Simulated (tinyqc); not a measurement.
Classical Heisenberg spin chain: exact results, Metropolis, heat-bath and over-relaxation steps, and a Monte Carlo run: one step, computed by the program tinyqc.

E = -J sum_i s_i . s_(i+1) for unit vectors s_i on an open chain; K = J/(k_B T).

Task: Four single-spin steps. The given spins are first normalised. Spins 2 and 3 are updated in turn, with h = K (sum of the two neighbours). Trial spin with z = 2 r1 - 1 and azimuth 2 pi r2; it is accepted if r3 < min(1, exp(h . s_trial - h . s_old)).

Inputs (values chosen for the exercise, for a model chain of large moments): temperature T = 71.6 K.

Update: Metropolis.

four neighbouring spins (rows; components x, y, z):
```
,1,2,3
1,-0.3332,0.6494,0.6836
2,0.2644,-0.0199,-0.9642
3,0.8028,-0.4501,0.3911
4,0.3565,-0.6489,-0.6722
```

random numbers, one row a step:
```
,1,2,3
1,0.9313,0.4548,0.0684
2,0.2494,0.2643,0.9662
3,0.7461,0.0704,0.3806
4,0.6465,0.2569,0.1659
```

K = 4.051857

Give: the table «Steps» with the columns |h|, h . s before, h . s trial, acceptance, accepted, x, y, z.

Result:

Steps:
```
spin,|h|,h . s before,h . s trial,acceptance,accepted,x,y,z
2,4.820,-3.712,2.947,1.000,yes,-0.4856,0.1417,0.8626
3,2.256,0.807,-2.117,0.054,no,0.8028,-0.4501,0.3911
2,4.820,2.947,3.941,1.000,yes,0.7867,0.3726,0.4922
3,4.821,3.937,-1.475,0.004,no,0.8028,-0.4501,0.3911
```
